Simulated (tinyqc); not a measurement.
Inside a calculation: free and nearly free electrons in a metal. Values are carried at full precision from step to step, so a last printed digit may differ when a step is redone from the rounded ones.

The cubic cell holds 4 atoms: n = 4 z/a^3, kF = (3 pi^2 n)^(1/3), EF = c kF^2/m, vF = 2 c kF/(m hbar), c = hbar^2/2m0; rs = (3/(4 pi n))^(1/3)/a0; D(EF) = 3 n/(2 EF).

Constants: hbar^2/2m0 = 3.80998211 eV angstrom^2; hbar = 6.58211957e-16 eV s; a0 (Bohr radius) = 0.5291772105 angstrom; kB = 8.617333262e-05 eV/K.

Inputs chosen for the exercise (near those of Cu, whose d bands this model ignores; not measured data):
```
symbol  value  unit          meaning
a       3.65   angstrom      fcc lattice constant
z       1                    free electrons an atom
m       1      m0            mass
rho     1.81   micro-ohm cm  bulk resistivity
T       300    K
V       0.9    eV            |V_G| for G = (111)
x       0.72                 k along G as a share of |G|/2
```

## The Fermi sphere

Evaluate the free-electron quantities.

n = 0.08226 1/angstrom^3
kF = 1.3454 1/angstrom
EF = 6.897 eV
vF = 1.558e+06 m/s
rs = 2.696
D(EF) per atom = 0.2175 1/eV

## Relaxation time and mean free path

Drude: 1/rho = n e^2 tau/(m m0) with e = 1.602176634e-19 C and m0 = 9.1093837e-31 kg; mean free path l = vF tau; rho l = hbar kF/(n e^2) = 12 pi^3 hbar/(e^2 S) with S = 4 pi kF^2 does not depend on tau or m.

Use SI units: n in 1/m^3 (1e30 per 1/angstrom^3), rho in ohm m (1e-8 per micro-ohm cm).

tau = 23.83 fs
l = 37.12 nm
rho l = 6.720 1e-16 ohm m^2

Wires lose conductivity to surfaces and grain boundaries, with an excess that scales as rho l over the width and is of the order of rho itself at a width of l = 37 nm.

## Thermal quantities

gamma = (pi^2/3) kB^2 D(EF) per atom, times 96485.33 x 1e3 for mJ/(mol K^2); mu(T) = EF (1 - (pi kB T/EF)^2/12); Wiedemann-Franz kappa = L0 T/rho with L0 = (pi^2/3) (kB/e)^2, kB/e in V/K.

gamma = 0.513 mJ/(mol K^2)
mu - EF = -0.0797 meV
kappa = 405 W/(m K)

## The sphere against the zone faces

Take G = (hkl) 2 pi/a for (111), (200) and (220), with the number of equivalent faces. The Bragg plane of G lies at |G|/2 with |G| = (2 pi/a) sqrt(h^2 + k^2 + l^2). Where kF exceeds it, the sphere cuts the plane in a circle of radius sqrt(kF^2 - G^2/4).

Distance and circle for each G:
```
G      faces  |G|/2 (1/angstrom)  kF/(|G|/2)  circle radius
(111)      8              1.4908      0.9025              -
(200)      6              1.7214      0.7816              -
(220)     12              2.4345      0.5527              -
```

The sphere stays inside the first zone; it reaches 0.903 of the way to the nearest faces.

## Two plane waves near the face

Two plane waves k and k - G, G = (111) (2 pi/a): H = [[c k^2/m, V], [V, c (k - G)^2/m]] with c = hbar^2/2m0.

Build H for k along G, diagonalise, and give the weight of the first wave in the lower state and its velocity along G relative to a free electron, (w k + (1 - w)(k - G))/k.

H (eV):
```
        1        2
1  4.3896   0.9000
2  0.9000  13.8732
```

levels (eV): 4.3049  13.9579

w = 0.9912
v/v_free = 0.9756

The splitting is 9.653 eV here and 2V = 1.8 eV on the face, where the normal velocity vanishes. There the lower band lies at 7.568 eV, above the free EF of 6.897 eV, so the Fermi surface does not reach the face. The real noble metals have necks on these faces, through a gap of 4 to 5 eV at L and their d bands.

## Checks

- Lower level against the closed form of the 2 x 2 problem (eV): both 4.3049.
- The product rho l against hbar kF/(n e^2) (1e-16 ohm m^2): both 6.720.

Run: tinyqc, `OMP_NUM_THREADS=1 python tinyqc.py 1681290 1681291 out.jsonl`; Intel(R) Xeon(R) Processor @ 2.30GHz, one thread, shared host; about 0.01 s of CPU time with all checks.
